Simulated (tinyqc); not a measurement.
# Trap density from the capacitance step

Question. A junction with shallow donors Nd and a deep trap has C_HF = eps0 eps_r/W and C_LF = eps0 eps_r (Nd + Nt)/(Nd W + Nt xt), xt = W - lam. Find W, xt and Nt.

Inputs (values chosen for the exercise):

| symbol | value | unit | meaning |
|---|---|---|---|
| eps_r | 12.7 |  | relative permittivity |
| Nd | 4.4e15 | cm^-3 | shallow donor density |

Constants: eps0 = 8.8541878128e-14 F/cm where lengths are in cm. Results are converted to the units shown.

C_HF = 23.178979 nF/cm^2
C_LF = 28.089107 nF/cm^2
lam = 234.05724 nm

Solution. C_HF gives W. With y = C_LF/C_HF, Nt/Nd = (y - 1)/(1 - y xt/W).

W = 485 nm
xt = 251 nm
Nt = 2.50e15 cm^-3

Numbers from tinyqc (`OMP_NUM_THREADS=1 python tinyqc.py 2050094 2050095 out.jsonl`; about 0.01 s on one thread of a shared Intel Xeon 2.30GHz).
